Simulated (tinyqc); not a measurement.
From results back to parameters: five-level k.p model folded onto the conduction band. Three cases, with inputs chosen for the exercise.

Problem. The levels are known; the mass and the g factor at E = Eg are given. Find Ep and Ep2.

Second-order sums for the lowest conduction level at E: 1/m = 1 + Cm + (Ep/3)(2/E + 1/(E + Dso)) - (Ep2/3)(2/(E7 + D2 - E) + 1/(E7 - E)); g/2 = 1 + Cg - (Ep/3)(1/E - 1/(E + Dso)) - (Ep2/3)(1/(E7 - E) - 1/(E7 + D2 - E)). E is counted from the top of the valence band; E = Eg at the edge.

Case 1.

Values chosen (near those of InSb; not measured data):
- Eg = 0.236 eV (gap at Gamma to the s-like level)
- Dso = 0.826 eV (spin-orbit splitting)
- E7 = 3.21 eV (upper Gamma7 conduction level, from the valence top)
- D2 = 0.35 eV (its spin-orbit splitting, Gamma8 above Gamma7)
- Cm = -1 (remote term in 1/m)
- Cg = 0 (remote term in g/2)

m = 0.01444808 m0
g = -47.297929

Case 2.

Values chosen (near those of CdTe; not measured data):
- Eg = 1.62 eV (gap at Gamma to the s-like level)
- Dso = 0.908 eV (spin-orbit splitting)
- E7 = 5.21 eV (upper Gamma7 conduction level, from the valence top)
- D2 = 0.28 eV (its spin-orbit splitting, Gamma8 above Gamma7)
- Cm = -0.5 (remote term in 1/m)
- Cg = -0.02 (remote term in g/2)

m = 0.09739506 m0
g = -0.876597

Case 3.

Values chosen (near those of InP; not measured data):
- Eg = 1.428 eV (gap at Gamma to the s-like level)
- Dso = 0.108 eV (spin-orbit splitting)
- E7 = 4.68 eV (upper Gamma7 conduction level, from the valence top)
- D2 = 0.07 eV (its spin-orbit splitting, Gamma8 above Gamma7)
- Cm = -1.6 (remote term in 1/m)
- Cg = -0.02 (remote term in g/2)

m = 0.07898070 m0
g = 1.276275

Find: coefficients of (Ep, Ep2); right-hand sides 1/m - 1 - Cm and 1 + Cg - g/2; Ep, Ep2.

Solution. Both sums are linear in Ep and Ep2, so two equations fix them.

Case 1.

coefficients of (Ep, Ep2) (1/eV):
```
         1         2
1  3.13873  -0.31264
2  1.09856   0.01180
```

right-hand sides 1/m - 1 - Cm and 1 + Cg - g/2: 69.2133  24.6490

Ep, Ep2 (eV): 22.40  3.50

Case 2.

coefficients of (Ep, Ep2) (1/eV):
```
         1         2
1  0.54338  -0.26512
2  0.07390   0.00672
```

right-hand sides 1/m - 1 - Cm and 1 + Cg - g/2: 9.7675  1.4183

Ep, Ep2 (eV): 19.00  2.10

Case 3.

coefficients of (Ep, Ep2) (1/eV):
```
         1         2
1  0.68387  -0.30318
2  0.01641   0.00216
```

right-hand sides 1/m - 1 - Cm and 1 + Cg - g/2: 13.2613  0.3419

Ep, Ep2 (eV): 20.50  2.50

Computed by tinyqc, one run a case: `OMP_NUM_THREADS=1 python tinyqc.py N N+1 out.jsonl` with N = 1050227, 1050256, 1050273; one thread of a shared Intel(R) Xeon(R) Processor @ 2.30GHz, about 0.01 s a run at most.
